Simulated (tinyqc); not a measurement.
Hot electrons in a saturated n-channel MOSFET, lucky-electron model: one step of the calculation.

Beyond pinch-off the lateral field grows as Esat cosh(y/l) over the velocity-saturated region (pseudo-two-dimensional model). Impact ionisation in this region gives the substrate current, which biases the body forward through Rsub. Currents are per width. Local-field laws: they overstate ionisation when the field peak is narrower than an energy relaxation length.

Task. Gate current, lifetime and channel shortening. Ig = Cg Id exp(-pb/(lm Em)); lifetime tau = (Hl/Id)(Isub/Id)^(-m); length of the saturated region dL = l ln[(dV/l + Em)/Esat]. 1 year = 3.15576e7 s.

Values chosen for this exercise; values close to those of silicon n-channel devices: hot-electron mean free path lm = 9.1 nm; oxide barrier pb = 3.2 V; prefactor of the gate current Cg = 0.0029; lifetime exponent m = 2.9; lifetime constant Hl = 1500 s uA/um.

Id = 133.99225 uA/um
dV = 3.1881170 V
Em = 0.19351474 MV/cm
Isub = 0.070907509 uA/um
l = 170.41127 nm
Esat = 0.049473684 MV/cm

Wanted: Isub/Id; Ig; tau; dL.

Result.

Isub/Id = 5.292e-4
Ig = 0.004985 pA/um
tau = 1126 years
dL = 347.7 nm

The lifetime exceeds ten years.

Computed by the program tinyqc: `OMP_NUM_THREADS=1 python tinyqc.py 2550024 2550025 out.jsonl`, one thread of a shared Intel Xeon 2.30GHz, about 0.01 s for the whole run.
